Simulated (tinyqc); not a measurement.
Through the transition: BHZ model on a square lattice (one spin block).

h(k) = e0 + d.s with s the Pauli matrices in the basis (E, H), k in units of 1/a: dx = (A/a) sin kx, dy = (A/a) sin ky, dz = M - (2B/a^2)(2 - cos kx - cos ky), e0 = -(2D/a^2)(2 - cos kx - cos ky). The other spin block is h*(-k). For small k this is the continuum model with dz = M - B k^2.

Inputs chosen for the exercise (of the size used for HgTe wells; the results hold for these values, not for the real material):
- A = 3.77 eV angstrom
- B = -70.6 eV angstrom^2
- D = -49.3 eV angstrom^2
- a = 50 angstrom (grid spacing)

M is varied. Direct gap at Gamma 2|M|; smallest direct gap on kx = 0 to 1 in steps of 0.01; nu = 1 for M/B > 0, else 0; middle gap of a ribbon of 40 rows at kx = 0 (block (A/a) sy/(2i) + (B/a^2) sz + D/a^2 between rows, hard walls).

Against M (meV):

| M | 2\|M\| | smallest direct gap | nu | ribbon gap |
|---|---|---|---|---|
| -40 | 80.0 | 80.00 | 1 | 0.000 |
| -25 | 50.0 | 50.00 | 1 | 0.001 |
| -15 | 30.0 | 30.00 | 1 | 0.067 |
| -8 | 16.0 | 16.00 | 1 | 0.685 |
| -3 | 6.0 | 6.00 | 1 | 2.822 |
| 3 | 6.0 | 6.00 | 0 | 10.055 |
| 8 | 16.0 | 16.00 | 0 | 18.690 |
| 15 | 30.0 | 30.00 | 0 | 31.880 |
| 30 | 60.0 | 60.00 | 0 | 61.223 |

With B < 0, negative M is inverted. There edge states cross the bulk gap: the ribbon gap is 0.001 against 50.0 meV at M = -25 meV, and 2.822 against 6.0 at -3 meV, while for positive M confinement raises it above 2|M| (31.88 against 30 meV at M = 15 meV). The smallest direct gap stays at Gamma on all rows.

(tinyqc, `OMP_NUM_THREADS=1 python tinyqc.py 1481138 1481139 out.jsonl`, Intel(R) Xeon(R) Processor @ 2.30GHz, 1 thread, shared host, about 0.1 s.)
